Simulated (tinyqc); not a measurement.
# Electron continuity equation in a given potential, Scharfetter-Gummel discretisation, step by step

Numbers from tinyqc (`OMP_NUM_THREADS=1 python tinyqc.py 2220015 2220016 out.jsonl`; about 0.01 s on one thread of a shared Intel Xeon 2.30GHz). Printed values are rounded.

Steady state in one dimension: J = q mu n E + q D dn/dx with E = -dpsi/dx and D = mu Vt, dJ/dx = q (n/tau - G), fixed densities nL and nR at the ends. The potential is given, psi = U x/L, and is not changed by the electrons.

Inputs (values chosen for the exercise); mobility close to that of gallium arsenide at room temperature: temperature T = 300 K; electron mobility mu = 8090 cm^2/(V s); length of the region L = 1.7 um; density at x = 0 nL = 3e12 cm^-3; density at x = L nR = 5.2e13 cm^-3; lifetime tau = 1.8e-10 s; uniform generation rate G = 7.8e21 cm^-3 s^-1; potential difference psi(L) - psi(0) U = 0.73 V.

Constants: q = 1.602176634e-19 C, kB = 1.380649e-23 J/K, Vt = kB T/q. Results are converted to the units shown.

Range of the model: The drift velocity mu E exceeds 1e7 cm/s somewhere, where real mobilities no longer stay constant.

## Potential on the mesh

12 equal intervals, h = L/12; psi = U x/L.

psi, node 0 to 12 (V): 0.0000000  0.0608333  0.1216667  0.1825000  0.2433333  0.3041667  0.3650000  0.4258333  0.4866667  0.5475000  0.6083333  0.6691667  0.7300000

## Bernoulli factors

d_i = (psi_(i+1) - psi_i)/Vt; B(d) = d/(exp(d) - 1), B(0) = 1. The flux on interval i is J_i = (q D/h) [n_(i+1) B(d_i) - n_i B(-d_i)].

```
interval       d_i     B(d_i)   B(-d_i)
0         2.353138  0.2472166  2.600355
1         2.353138  0.2472166  2.600355
2         2.353138  0.2472166  2.600355
3         2.353138  0.2472166  2.600355
4         2.353138  0.2472166  2.600355
5         2.353138  0.2472166  2.600355
6         2.353138  0.2472166  2.600355
7         2.353138  0.2472166  2.600355
8         2.353138  0.2472166  2.600355
9         2.353138  0.2472166  2.600355
10        2.353138  0.2472166  2.600355
11        2.353138  0.2472166  2.600355
```

The largest |d_i| is 2.35, above 2, where central differences lose the sign pattern that keeps densities positive.

## Tridiagonal system for the inner nodes

Row i (1 to 11): B(-d_(i-1)) n_(i-1) + b_i n_i + B(d_i) n_(i+1) = f_i with b_i = -B(-d_i) - B(d_(i-1)) - h^2/(D tau) and f_i = -G h^2/D; the known end values are moved to the right: f_1 loses B(-d_0) nL and f_11 loses B(d_11) nR. h = L/12, D = mu Vt.

```
node  diagonal b  right side f (cm^-3)
1      -2.852903          -7.808550e12
2      -2.852903           -7.484922e9
3      -2.852903           -7.484922e9
4      -2.852903           -7.484922e9
5      -2.852903           -7.484922e9
6      -2.852903           -7.484922e9
7      -2.852903           -7.484922e9
8      -2.852903           -7.484922e9
9      -2.852903           -7.484922e9
10     -2.852903           -7.484922e9
11     -2.852903          -1.286275e13
```

## Densities and current

B(d_i) and B(-d_i) are the Bernoulli factors of the potential steps, b and f the diagonal and right side. Solve B(-d_(i-1)) n_(i-1) + b_i n_i + B(d_i) n_(i+1) = f_i (end values already in f), then J_i = (q D/h) [n_(i+1) B(d_i) - n_i B(-d_i)], h = L/12, D = mu Vt.

n, node 0 to 12 (cm^-3): 3e12  2.996393e12  2.992795e12  2.989204e12  2.985622e12  2.982051e12  2.978517e12  2.975300e12  2.975343e12  3.009687e12  3.405562e12  7.612744e12  5.2e13
J, interval 0 to 11 (A/cm^2): -16.69971  -16.67963  -16.65960  -16.63961  -16.61966  -16.59977  -16.57991  -16.56010  -16.54028  -16.52004  -16.49480  -16.41651

Against a mesh 200 times finer the densities are off by at most 4.4e-4 % of their local values.
